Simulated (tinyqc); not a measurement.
## Long-channel MOSFET, surface-potential model: effect of the temperature

n-channel transistor on a uniformly doped p-type body, gradual-channel approximation, constant mobility, Boltzmann statistics, full ionisation. Potentials are counted from the neutral body; V is the electron quasi-Fermi potential, Vsb at the source and Vsb + Vds at the drain. Charges are magnitudes per area.

Nc and Nv are given at 300 K and scale as (T/300 K)^1.5; Eg, Vfb and mu are held fixed. ni = sqrt(Nc Nv) exp(-Eg/(2 Vt)), Eg in volts; phiF = Vt ln(Na/ni); Cox = eps0 eox/tox; gamma = sqrt(2 q eps0 eps_r Na)/Cox. The surface potential psi at channel potential V solves Vgs + Vsb - Vfb - psi = gamma sqrt(G), G = psi - Vt + Vt exp((psi - 2 phiF - V)/Vt). Charge sheet: Qi = Cox gamma [sqrt(G) - sqrt(psi - Vt)]; I = mu (W/L) [integral of Qi dpsi from psi_0 to psi_L (drift) + Vt (Qi0 - QiL) (diffusion)], with psi_0 at V = Vsb and psi_L at V = Vsb + Vds. VT = Vfb + 2 phiF + gamma sqrt(2 phiF + Vsb), m = 1 + gamma/(2 sqrt(2 phiF + Vsb)). The swing is 20 mV/log10[I(VT - 0.14 V)/I(VT - 0.16 V)] of the charge-sheet current at the given Vds.

Parameters, values chosen for the exercise; material values close to those of silicon: band gap Eg = 1.1 eV; relative permittivity of the semiconductor eps_r = 11.9; conduction-band density of states at the reference temperature Nc = 2.82e19 cm^-3; valence-band density of states at the reference temperature Nv = 2.69e19 cm^-3; acceptor density of the body Na = 5e17 cm^-3; relative permittivity of the gate insulator eox = 7.14; insulator thickness tox = 7.7 nm; flat-band voltage Vfb = -0.78 V; channel mobility mu = 180 cm^2/(V s); gate width W = 20 um; gate length L = 5 um; source-body reverse bias Vsb = 0.3 V; gate-source voltage Vgs = 0.7 V; drain-source voltage Vds = 2 V.

Constants: q = 1.602176634e-19 C, kB = 1.380649e-23 J/K, Vt = kB T/q, eps0 = 8.8541878128e-14 F/cm where lengths are in cm. Results are converted to the units shown.

The same in every row: gamma (V^0.5) = 0.5004.

Result of one run:

| T (K) | VT (V) | m | swing (mV/decade) | I at Vgs, Vds (uA) |
|---|---|---|---|---|
| 250 | 0.7161 | 1.225 | 62.08 | 0.03855 |

What becomes of these results when the temperature T is changed from 250 to 340 K, all else the same?

Result of the changed run:

| T (K) | VT (V) | m | swing (mV/decade) | I at Vgs, Vds (uA) |
|---|---|---|---|---|
| 340 | 0.6117 | 1.233 | 85.68 | 0.8946 |

The whole series:

| T (K) | VT (V) | m | swing (mV/decade) | I at Vgs, Vds (uA) |
|---|---|---|---|---|
| 220 | 0.7486 | 1.222 | 54.40 | 0.007053 |
| 250 | 0.7161 | 1.225 | 62.08 | 0.03855 |
| 280 | 0.6824 | 1.227 | 69.84 | 0.1452 |
| 310 | 0.6475 | 1.230 | 77.70 | 0.4042 |
| 340 | 0.6117 | 1.233 | 85.68 | 0.8946 |
| 370 | 0.5749 | 1.236 | 93.79 | 1.680 |
| 400 | 0.5373 | 1.239 | 102.0 | 2.808 |
| 430 | 0.4988 | 1.243 | 110.5 | 4.317 |

As T goes from 220 to 430 K, VT falls from 0.749 to 0.499 V, the swing rises from 54.4 to 110 mV a decade and the current rises from 0.00705 to 4.32 uA. The swing is 2.0 % above m Vt ln 10 in the first row and 4.2 % above it in the last. The gate voltage is below VT in 2 of the 8 rows. In every row the mobility is held fixed, though a real channel mobility changes with T and would alter the trend of the current.

Computed by the program tinyqc: `OMP_NUM_THREADS=1 python tinyqc.py 2360002 2360003 out.jsonl`, one thread of a shared Intel Xeon 2.30GHz, about 0.03 s for the whole run.
